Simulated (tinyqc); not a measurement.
Free-carrier optics of a doped semiconductor (Drude model with one polar phonon): one step. Optical constants. Five cases, with inputs chosen for the exercise.

Task: Convert eps at the photon energy E (in meV) into the optical constants.

n + i k = sqrt(eps1 + i eps2) with k >= 0; R = ((n - 1)^2 + k^2)/((n + 1)^2 + k^2) at normal incidence from vacuum; alpha = 2 E k/(hbar c), times 1e8 for 1/cm; loss function Im(-1/eps) = eps2/(eps1^2 + eps2^2).

Constants: hbar c = 1973.269805 eV angstrom.

Give: n; k; R; alpha.

Case 1.

Values chosen (out of a larger set: mass and dielectric values near those of GaSb; N and mu are free inputs; interband absorption and the rise of the mass with filling are left out; not measured data): E = 37.7 meV (photon energy).

eps = 8.130543+0.191966i

Result:

n = 2.8516
k = 0.0337
R = 0.2312
alpha = 129 1/cm

Light of this energy penetrates 1/alpha = 77.8 micrometre.

Case 2.

Values chosen (out of a larger set: mass and dielectric values near those of GaN; N and mu are free inputs; interband absorption and the rise of the mass with filling are left out; not measured data): E = 309.7 meV (photon energy).

eps = 3.860791+0.225100i

Result:

n = 1.9657
k = 0.0573
R = 0.1064
alpha = 1.80e+03 1/cm

Light of this energy penetrates 1/alpha = 5.56 micrometre.

Case 3.

Values chosen (out of a larger set: mass and dielectric values near those of InAs; N and mu are free inputs; interband absorption and the rise of the mass with filling are left out; not measured data): E = 18.9 meV (photon energy).

eps = 13.187704+0.879876i

Result:

n = 3.6335
k = 0.1211
R = 0.3235
alpha = 232 1/cm

Light of this energy penetrates 1/alpha = 43.1 micrometre.

Case 4.

Values chosen (out of a larger set: mass and dielectric values near those of SiC; N and mu are free inputs; interband absorption and the rise of the mass with filling are left out; not measured data): E = 29.6 meV (photon energy).

eps = 9.515485+0.743433i

Result:

n = 3.0871
k = 0.1204
R = 0.2614
alpha = 361 1/cm

Light of this energy penetrates 1/alpha = 27.7 micrometre.

Case 5.

Values chosen (out of a larger set: mass and dielectric values near those of GaN; N and mu are free inputs; interband absorption and the rise of the mass with filling are left out; not measured data): E = 36.6 meV (photon energy).

eps = 11.221463+0.499573i

Result:

n = 3.3507
k = 0.0745
R = 0.2921
alpha = 277 1/cm

Light of this energy penetrates 1/alpha = 36.2 micrometre.

Computed by tinyqc, one run a case: `OMP_NUM_THREADS=1 python tinyqc.py N N+1 out.jsonl` with N = 1652003, 1652187, 1652256, 1652319, 1652377; one thread of a shared Intel(R) Xeon(R) Processor @ 2.30GHz, about 0.01 s a run at most.
